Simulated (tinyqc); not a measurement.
Worked calculation: leakage currents through a thin dielectric. Computed by tinyqc, a small Python program that keeps every step. Command: `OMP_NUM_THREADS=1 python tinyqc.py 3016447 3016448 out.jsonl leak walk`. One thread of a shared host (Intel(R) Xeon(R) Processor @ 2.30GHz), about 0.01 s of CPU time with the checks. Intermediate numbers are printed to about 7 digits and carried at full precision; extremes and crossings named in words are read from the listed rows.

Electrons leave an electrode with Fermi energy E_F above its band bottom; barriers are counted from the Fermi level, and both electrodes are alike.

Inputs (values chosen for the exercise, modelled on Al2O3):
```
quantity                           value  unit
barrier height phi_B                2.68    eV
tunnelling mass m                   0.33   m_0
static permittivity k                9.3     -
optical permittivity k_o            3.24     -
trap depth phi_t                     1.4    eV
Poole-Frenkel prefactor sigma_0  8.8e-08  S/cm
thickness t                           11    nm
electrode Fermi energy E_F          0.26    eV
electrode mass m_e                     1   m_0
voltage V                            3.8     V
temperature T                        473     K
```

Stack: single layer.

Constants: m_0 = 9.1093837015e-31 kg; e = 1.602176634e-19 C; hbar = 1.054571817e-34 J s; k_B = 8.617333262e-05 eV/K; k_B = 1.380649e-23 J/K; eps_0 = 8.8541878128e-12 F/m; h = 6.62607015e-34 J s.

## Fields

Field F = V/t; equivalent oxide thickness 3.9 t/k.

field F = 3.454545 MV/cm

equivalent oxide thickness = 4.612903 nm

## Transmission at the Fermi level

WKB: a layer of mass m, field F and barrier b(x) = b_0 - e F x gives the exponent (4 sqrt(2 m)/(3 hbar e F)) [b_0^(3/2) - max(b_0 - e F t, 0)^(3/2)] for b_0 > 0; b_0 = barrier - (E - E_F); the transmission is D(E) = exp(-sum of exponents), without image force.

exponent of the dielectric = 49.83627

transmission D(E_F) = 2.271870e-22

At E_F the barrier of the dielectric is triangular (Fowler-Nordheim tunnelling): its far edge lies below E_F.

## Tunnel current

Tsu-Esaki: J = (e m_e k_B T/(2 pi^2 hbar^3)) int D(E) ln[(1 + exp((E_F - E)/k_B T))/(1 + exp((E_F - eV - E)/k_B T))] dE over the normal energy E (its change with the mass at an interface is neglected) from max(0, E_F - 3 eV) to E_F + largest barrier, by 100 Gauss-Legendre points in each part, split at E_F - 0.3 eV (if inside the range) and E_F + 8 k_B T. The mean energy weights E - E_F by the integrand.

tunnel current density = 4.061623e-13 A/cm^2

mean energy of the current above E_F = 0.6453534 eV

The current flows well above E_F: thermally assisted tunnelling nearer the top of the barrier.

## Thermal currents

Schottky emission J = A T^2 exp(-(phi_B - sqrt(e^3 F/(4 pi k_o eps_0)))/k_B T), A = 4 pi e m k_B^2/h^3 with the tunnelling mass; Poole-Frenkel J = sigma_0 F exp(-(phi_t - sqrt(e^3 F/(pi k_o eps_0)))/k_B T); both use the field F of the dielectric.

Schottky lowering = 0.3918311 eV

Poole-Frenkel lowering = 0.7836621 eV

Schottky current density = 3.696425e-18 A/cm^2

Poole-Frenkel current density = 8.238370e-08 A/cm^2

The Poole-Frenkel lowering is twice the Schottky one, because the charge of a trap is fixed while an image charge moves with the electron.

## Which mechanism rules?

The formulas are those given above.

Current densities (A/cm^2):
```
V (V)  F (MV/cm)    tunnelling      Schottky  Poole-Frenkel
0.76    0.690909  6.618613e-21  1.819440e-20   3.991930e-13
1.30    1.181818  4.560256e-20  6.835321e-20   9.637293e-12
1.90    1.727273  6.504336e-19  2.212959e-19   1.476367e-10
2.70    2.454545  6.994121e-17  8.166091e-19   2.856841e-09
3.20    2.909091  2.649197e-15  1.675060e-18   1.424639e-08
3.80    3.454545  4.061623e-13  3.696425e-18   8.238370e-08
4.60    4.181818  3.578984e-10  9.688879e-18   6.851706e-07
5.70    5.181818  5.573564e-07  3.206830e-17   9.300803e-06
```

The largest current is Poole-Frenkel from 0.760 to 5.70 V. Over the table tunnelling grows by 13.9 decades, Schottky by 3.2 and Poole-Frenkel by 7.4. A plot of ln(J/F) against sqrt(F) for the Poole-Frenkel column has the slope 10.34 per sqrt(MV/cm), from which k_o follows; reading it as Schottky emission would give about k_o/4.

Checks made by the program: energy integral against adaptive quadrature (relative difference below 1e-10).
